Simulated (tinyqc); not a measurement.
Strained alloy layer of InAs and GaAs on (001) InP, model-solid band line-up: gaps, strain and offsets against composition.

The layer is x parts of the first compound and 1 - x of the second, grown coherently on the third as substrate and barrier. Rows of the table: lattice constant a, average valence level Ea on an absolute scale, spin-orbit splitting so, gaps at Gamma, X and L, hydrostatic deformation potentials av and ac (Gamma), shear potential b, elastic constants, electron and heavy-hole (along z) masses. All are interpolated linearly in x; gaps get -C x (1 - x), taken wholly in the conduction band; real line-ups can differ from this model by 0.1 eV or more.

In-plane strain e = (a_substrate - a)/a, e_z = -2 (c12/c11) e, volume change 2 e + e_z. With v = 2 e + e_z and d = 2 b (e_z - e): Eav = Ea + av v; E_hh = Eav + so/3 - d/2; E_lh = Eav - so/6 + d/4 + sqrt(so^2 + so d + 9 d^2/4)/2; E_c = Ea + so/3 + EG + ac v (Gamma). Substrate: E_v = Ea + so/3, E_c = E_v + EG. Well depths: dEc = E_c(substrate) - E_c, dEhh = E_hh - E_v(substrate), dElh likewise; strained Gamma gap E_c - max(E_hh, E_lh); positive values confine carriers in the layer. Matthews-Blakeslee for 60-degree dislocations in a single layer: hc = k (ln(hc/bv) + 1), k = bv (1 - nu/4)/(4 pi |e| (1 + nu)), nu = c12/(c11 + c12), bv = a/sqrt(2); the larger root. The valence offset is the larger of dEhh and dElh; a dash marks |e| under 0.02 % or no root.

Inputs (values chosen for the exercise):
```
symbol,value,unit,meaning
CG,0.477,eV,bowing of the Gamma gap
CX,1.4,eV,bowing of the X gap
CL,0.33,eV,bowing of the L gap
```

Binary compounds, values chosen for the exercise:
```
              close to InAs  close to GaAs  close to InP
a (angstrom)          6.058          5.653         5.869
Ea (eV)               -6.67          -6.92         -7.04
so (eV)               0.382          0.335         0.109
EG (eV)               0.351           1.43          1.34
EX (eV)                1.37            1.9          2.19
EL (eV)                1.08           1.73           1.9
av (eV)                1.01           1.16          1.27
ac (eV)               -5.15          -7.27            -5
b (eV)                 -1.8          -1.68         -1.72
c11 (GPa)              83.7            120           101
c12 (GPa)              44.6           53.3          56.4
me (m0)              0.0231         0.0665        0.0793
mh (m0)               0.329          0.349         0.536
```

Gaps, strain and offsets against composition:
columns A: x; B: e (%); C: relaxed Gamma gap (eV); D: lower of X and L gaps (eV); E: strained Gamma gap (eV); F: E_hh - E_lh (meV); G: dEc (eV); H: valence offset (eV); I: hc (nm)
```
A           B       C      D       E       F       G       H     I
0.25    1.994   1.071  1.505  0.8163  -150.9  0.1524  0.3713  3.62
0.33    1.423  0.9685  1.416  0.7936  -105.6  0.1882  0.3581  5.85
0.41   0.8584  0.8722  1.344  0.7712  -62.08  0.2214  0.3474  11.5
0.49   0.2999  0.7821  1.290  0.7485  -21.00  0.2518  0.3397  43.0
0.57  -0.2524  0.6981  1.255  0.7078   16.99  0.2795  0.3527  53.1
0.66  -0.8665  0.6108  1.227  0.6411   55.28  0.3071  0.3917  11.4
0.74   -1.406  0.5398  1.186  0.5842   84.92  0.3286  0.4272  5.97
0.82   -1.940  0.4748  1.148  0.5295   110.3  0.3472  0.4633  3.79
0.9    -2.468  0.4160  1.115  0.4770   131.8  0.3627  0.5003  2.64
```

Read the table: what changes, and by how much?

The relaxed Gamma gap falls from 1.07 to 0.416 eV and the strained one falls from 0.816 to 0.477 eV. The lattice matches the substrate at x = 0.533; the heavy hole is on top where the layer is compressed (e < 0) and the light hole where it is stretched. dEc rises from 0.152 to 0.363 eV and the valence offset goes from 0.371 through a minimum of 0.340 (at x = 0.49 among the rows listed) to 0.500 eV. At the largest strain listed, -2.47 %, strain changes the gap by 61.0 meV.

Program tinyqc, `OMP_NUM_THREADS=1 python tinyqc.py 2690127 2690128 out.jsonl`; Intel Xeon 2.30GHz, shared host, one thread, about 0.01 s.
